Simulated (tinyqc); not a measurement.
Inside a calculation. Method: plane-wave Kohn-Sham cycle with exchange-only LDA in a layered model solid. Computed by tinyqc, a small Python program that keeps every step. Settings: points = 16, plane-wave index or count = 3, electrons = 4, k points = 1, area = 22.0, mixing = 0.8, iteration cap = 57. Command: `OMP_NUM_THREADS=1 python tinyqc.py 26042 26043 out.jsonl` (the two numbers bound the seeds that draw the settings). One thread of a shared host (Intel(R) Xeon(R) Processor @ 2.60GHz), about 0.02 s of CPU time with the checks.

A solid whose potential varies along x alone (atomic units):
```
parameter                      value
period a                   10.800000
cross-section of the cell  22.000000
electrons per cell                 4
grid points                       16
plane waves -n..n, n               3
k points                           1
V1 in V1 cos(2 pi x/a)     -0.590000
```

Stop when sqrt(dV sum R^2) is below 1e-8, dV = a A/N.

Course of the cycle:
```
iteration  E (hartree)  norm of the residual
1          -1.46636583              2.34e-01
2          -0.98086452              1.58e-01
3          -0.99689621              1.16e-01
4          -0.93543463              8.74e-02
5          -0.93384993              6.95e-02
6          -0.91743321              5.28e-02
7          -0.91494213              4.18e-02
8          -0.91004011              3.20e-02
9          -0.90869482              2.52e-02
10         -0.90713152              1.94e-02
11         -0.90654190              1.52e-02
...                ...                   ...
47         -0.90535610              8.39e-06
48         -0.90535610              1.54e-05
49         -0.90535610              2.86e-05
50         -0.90535611              5.33e-05
51         -0.90535612              9.95e-05
52         -0.90535618              1.86e-04
53         -0.90535640              3.46e-04
54         -0.90535714              6.46e-04
55         -0.90535971              1.21e-03
56         -0.90536867              2.25e-03
57         -0.90539987              4.19e-03
```

Can the last value be used, and what does the course show?

Not by the stop rule. Not converged within 57 iterations: the residual wanders without falling. Reruns (cap 100 unless said): mixing 0.1: not converged; mixing 0.5, Kerker q0 1.0: converged in 71 (E = -0.90536); mixing 0.3, Pulay depth 5: converged in 13 (E = -0.90536); the original settings with a cap of 400: not converged.
